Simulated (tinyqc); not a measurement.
Double-gate transistor, scale length and short-channel effects: one step of the calculation.

A body of thickness ts between two insulators of thickness ti and two tied gates. Below threshold the potential that source and drain add obeys Laplace's equation and vanishes on the gate. Its lowest mode decays along the channel as exp(-k y); k is the smallest positive root of the matching condition at the interface, and the scale length is Lambda = pi/k.

Question. Decay constant by Newton steps. f(k) = ei cos(k ti) cos(k ts/2) - eps_r sin(k ti) sin(k ts/2); f' by a central difference with +/- 1e-5 1/nm; k(new) = k - f/f'.

Inputs (values chosen for the exercise); permittivities: semiconductor close to that of germanium, insulator close to that of aluminium oxide: relative permittivity of the semiconductor eps_r = 16.3; relative permittivity of the insulator ei = 9.36; insulator thickness ti = 4.6 nm; body thickness ts = 10.8 nm.

k at the start = 0.12 1/nm

Give: f; f'; k after iteration 1.

Answer.

f = 1.1950
f' = -119.31 nm
k after iteration 1 = 0.13002 1/nm

tinyqc, about 0.01 s, one thread, Intel Xeon 2.30GHz (shared host): `OMP_NUM_THREADS=1 python tinyqc.py 2420075 2420076 out.jsonl`
